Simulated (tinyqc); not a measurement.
Charge neutrality of a doped semiconductor with incomplete ionisation: one step, computed by the program tinyqc.

Energies are counted from the top of the valence band; E_D is measured down from the conduction band and E_A up from the valence band.

Task: The closed form for the extrinsic range. With Boltzmann statistics, no holes and every acceptor ionised, n (n + N_A) = n1 (N_D - N_A - n) with n1 = (N_c/g_D) exp(-E_D/k_B T). Take the positive root.

Inputs (values chosen for the exercise, modelled on ZnSe):
```
quantity                value   unit
donor density N_D     3.9e+16  cm^-3
acceptor density N_A  4.4e+14  cm^-3
donor depth E_D        0.0261     eV
donor degeneracy g_D        2      -
temperature T             150      K
```

Doping: n-type, compensated. Statistics of the bands: Fermi-Dirac.

N_c = 5.257659e+17 cm^-3

k_B T = 0.01292600 eV

Give: n1; n from the quadratic.

Result:

n1 = 3.490e+16 cm^-3

n from the quadratic = 2.305e+16 cm^-3
